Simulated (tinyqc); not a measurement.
What moves the results: model-solid line-up of a strained alloy layer on a substrate. A value that a table varies takes the place of the one given here.

All values of the alloy are linear in x but the gap, Eg(x) = (1 - x) Eg_A + x Eg_B - C x (1 - x), and the valence edge, Ev(x) = (1 - x) Ev_A + x Ev_B + fv C x (1 - x); Ec = Ev + Eg. Ev is the top of the unstrained valence band on a scale common to all materials. In the layer only the Gamma valley of the conduction band is followed, also where an X or L valley would lie lower.

Coherent growth on a (001) face: e_par = (a_s - a)/a, e_perp = -2 (C12/C11) e_par; exx = eyy = e_par, ezz = e_perp, no shear.

Strained edges: Ec + ac tr(e); the valence edges are Ev plus the levels of the 6 x 6 matrix of X, Y, Z times spin with -Dso/3 + l exx + m (eyy + ezz) on the diagonal (cyclic), n exy off it, l = av + 2 b, m = av - b, n = sqrt(3) d. Spin-orbit term (Dso/3) L.sigma on X, Y, Z with (L_k)_ij = -i epsilon_kij: <X+|H|Y+> = -i Dso/3, <X+|H|Z-> = Dso/3, <Y+|H|Z-> = -i Dso/3, <Z+|H|X-> = -Dso/3, <Z+|H|Y-> = i Dso/3, <X-|H|Y-> = i Dso/3, and their conjugates; + and - are the spin along z.

dEc = Ec(substrate) - Ec(layer), dEv = Ev(layer) - Ev(substrate); positive values confine the carrier in the layer. Type I: both of one sign; type II: opposite signs; type III: the gaps do not overlap.

Coherent growth: e_par = (a_s - a)/a. (001): e_perp = -2 (C12/C11) e_par; exx = eyy = e_par, ezz = e_perp, no shear. (111): e_perp = -(2 C11 + 4 C12 - 4 C44)/(C11 + 2 C12 + 4 C44) e_par; exx = eyy = ezz = (2 e_par + e_perp)/3 and exy = eyz = ezx = (e_perp - e_par)/3. (110): e_perp = -(C11 + 3 C12 - 2 C44)/(C11 + C12 + 2 C44) e_par; exx = eyy = (e_par + e_perp)/2, ezz = e_par, exy = (e_perp - e_par)/2, eyz = ezx = 0.

Inputs chosen for the exercise (A near InSb, B near InAs, substrate near InSb; not measured data): a = (6.488, 6.051) angstrom (lattice constant of A, B); Eg = (0.236, 0.415) eV (gap at Gamma to the s-like level of A, B); Dso = (0.81, 0.394) eV (spin-orbit splitting of A, B); Ev = (0, -0.59) eV (top of the unstrained valence band of A, B); ac = (-6.91, -5.07) eV (conduction deformation potential of A, B); av = (0.36, 1.01) eV (valence hydrostatic potential of A, B); b = (-1.99, -1.79) eV (tetragonal shear potential of A, B); d = (-4.65, -3.65) eV (trigonal shear potential of A, B); C11 = (68.2, 82.2) GPa (of A, B); C12 = (37.3, 45.9) GPa (of A, B); C44 = (31.1, 40) GPa (of A, B); C = 0.582 eV (bowing of the gap); fv = 0.6 (share of the bowing taken by the valence edge); a_s = 6.488 angstrom (substrate); Eg_s = 0.236 eV (lowest gap of the substrate); Ev_s = 0 eV (substrate valence edge); face = 001 (growth face); x = 0.03 (fraction of B).

## Composition against offsets

Each composition is strained to the same substrate.

Results:

| x | e_par (%) | relaxed gap (eV) | strained gap (eV) | valence splitting (meV) | dEc (eV) | dEv (eV) | type |
|---|---|---|---|---|---|---|---|
| 0.02 | 0.13 | 0.228 | 0.214 | 11 | 0.021 | 0.001 | I |
| 0.08 | 0.54 | 0.207 | 0.149 | 46 | 0.083 | 0.004 | I |
| 0.14 | 0.95 | 0.191 | 0.087 | 82 | 0.143 | 0.006 | I |
| 0.20 | 1.37 | 0.179 | 0.028 | 120 | 0.200 | 0.008 | I |
| 0.25 | 1.71 | 0.172 | -0.018 | 152 | 0.246 | 0.008 | III |
| 0.31 | 2.13 | 0.167 | -0.071 | 192 | 0.299 | 0.008 | III |
| 0.37 | 2.56 | 0.167 | -0.120 | 233 | 0.349 | 0.007 | III |
| 0.43 | 2.98 | 0.170 | -0.166 | 275 | 0.397 | 0.005 | III |

The layer stays under tension over this range. The strained gap runs from 0.214 to -0.166 eV, against 0.228 to 0.170 eV for the relaxed alloy: strain adds to the change. Strains above 2 % can be kept only in layers of a few nanometres. The type changes: I to III between x = 0.20 and 0.25. Offsets below about 50 meV are within the spread of parameter sets, so those rows do not settle the type.

## The same layer on three faces

Composition and substrate are kept.

Results:

| face | e_perp (%) | tr(e) (%) | shift of Ec (meV) | shift of Ev (meV) | valence splitting (meV) | gap (eV) |
|---|---|---|---|---|---|---|
| (001) | -0.222 | 0.183 | -12.6 | 9.3 | 17.0 | 0.2026 |
| (111) | -0.122 | 0.283 | -19.4 | 9.9 | 17.5 | 0.1951 |
| (110) | -0.142 | 0.263 | -18.0 | 9.8 | 17.5 | 0.1966 |

The layer yields most along the normal on (001) and least on (111), so the volume change, and with it the shift of Ec, is largest on (111). The valence splitting, set by b on (001), by d on (111) and by both on (110), is largest on (110). The gaps span 7 meV, from (111) to (001).

## What each parameter does

Strained gap, valence splitting and offsets. Each row changes one parameter from the base and keeps the others.

Results:

| case | gap (eV) | splitting (meV) | dEc (eV) | dEv (eV) |
|---|---|---|---|---|
| base | 0.2026 | 17.0 | 0.0317 | 0.0017 |
| x = 0.265 | -0.0314 | 161.8 | 0.2592 | 0.0082 |
| a_s = 6.508 angstrom | 0.1686 | 43.6 | 0.0508 | 0.0166 |
| C = 0.682 eV | 0.1997 | 17.0 | 0.0328 | 0.0035 |
| fv = 0.8 | 0.2026 | 17.0 | 0.0283 | 0.0051 |
| Ev_s = 0.05 eV | 0.2026 | 17.0 | 0.0817 | -0.0483 |
| av = (0.414, 1.162) eV | 0.2025 | 17.0 | 0.0317 | 0.0019 |
| ac = (-7.946, -5.83) eV | 0.2007 | 17.0 | 0.0336 | 0.0017 |
| C12 = (42.895, 52.785) GPa | 0.2043 | 18.4 | 0.0294 | 0.0023 |

The largest shifts from the base row, up to three for each result and ties (the steps differ in size, so this ranks the rows, not the parameters). gap (eV): x -0.2340, a_s -0.0340, C -0.0029; unchanged at the printed digits by fv and Ev_s. splitting (meV): x +144.8, a_s +26.6, C12 +1.3; unchanged at the printed digits by C, fv, Ev_s, av and ac. dEc (eV): x +0.2275, Ev_s +0.0500, a_s +0.0192; unchanged at the printed digits by av. dEv (eV): Ev_s -0.0500, a_s +0.0148, x +0.0065; unchanged at the printed digits by ac.

(tinyqc, `OMP_NUM_THREADS=1 python tinyqc.py 1081456 1081457 out.jsonl`, Intel(R) Xeon(R) Processor @ 2.30GHz, 1 thread, shared host, about 0.01 s.)
